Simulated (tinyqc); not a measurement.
Thin-body transistor below threshold, two-dimensional Poisson equation on a small mesh: two steps of the calculation.

A thin body on a thick buried insulator of low permittivity, taken as carrying no normal field at the bottom of the body (row 0). Mobile charge is neglected (subthreshold), the body is fully depleted, and potentials are counted from the intrinsic level; rows run upward to the gate, columns from source to drain.

Values chosen for this exercise; semiconductor permittivity made up: temperature T = 350 K; relative permittivity of the semiconductor eps_r = 8.09; relative permittivity of the insulator eox = 7.5; body thickness tb = 3 nm; insulator thickness tox = 3.5 nm; channel length L = 29 nm; acceptor density of the depleted body Na = 0 cm^-3; potential of the source Vbi = 0.57 V.

Constants: q = 1.602176634e-19 C, kB = 1.380649e-23 J/K, Vt = kB T/q, eps0 = 8.8541878128e-14 F/cm where lengths are in cm. Results are converted to the units shown.

Question 1. Coefficients of the five-point equations. Mesh: rows i = 0..2 in the semiconductor (step hs = tb/2, row 2 on the interface), then 2 step(s) ho = tox/2 up to the gate row 4; columns j = 0..5 (step hy = L/5). Box integration, divided by eps0: up_i = eps hy/h of the interval above row i, dn_i = that of the interval below (0 for row 0), lat_i = (sum of eps h/2 over the intervals above and below)/hy, s_i = -q Na w_i hy/eps0 with w_i the semiconductor height of the box (hs/2 for row 0 and the interface row, hs between, 0 in the insulator). Each free node obeys (up + dn + 2 lat) psi = up psi(above) + dn psi(below) + lat [psi(left) + psi(right)] + s.

Wanted: up; dn; lat; s.

Answer 1.

```
row     up     dn    lat  s (V)
0    31.28      0  1.046      0
1    31.28  31.28  2.092      0
2    24.86  31.28  2.178      0
3    24.86  24.86  2.263      0
```

Question 2. Barrier, swing and barrier lowering. The barrier is read along row 0, the path farthest from the gate. Take the node j of lowest psi: barrier Vbi - psi_j; swing Vt ln 10/(d psi_j/dVg); DIBL = (d psi_j/dVd)/(d psi_j/dVg). The derivatives solve the same equations with s = 0 and a unit change of that voltage.

converged psi (V):
```
               j=0          j=1          j=2          j=3          j=4          j=5
row 0   0.57000000   0.17616332   0.06343001   0.08261954   0.26756050   0.87000000
row 1   0.57000000   0.16676257   0.05901820   0.07707642   0.25359838   0.87000000
row 2   0.57000000   0.13759786   0.04619213   0.06093452   0.21021505   0.87000000
row 3   0.28000000   0.07102303   0.02075224   0.02883474   0.11089729   0.43000000
row 4  -0.01000000  -0.01000000  -0.01000000  -0.01000000  -0.01000000  -0.01000000
```

d psi/dVg on row 0: j=0 0.00000000, j=1 0.68238095, j=2 0.88626743, j=3 0.88626743, j=4 0.68238095, j=5 0.00000000
d psi/dVd on row 0: j=0 0.0000000, j=1 0.0064809, j=2 0.0248837, j=3 0.0888488, j=4 0.3111382, j=5 1.0000000

Wanted: j; barrier; swing; DIBL.

Answer 2.

j = 2
barrier = 0.50657 V
swing = 78.360 mV/decade
DIBL = 28.077 mV/V

Numbers from tinyqc (`OMP_NUM_THREADS=1 python tinyqc.py 2480040 2480041 out.jsonl`; about 0.09 s on one thread of a shared Intel Xeon 2.30GHz).
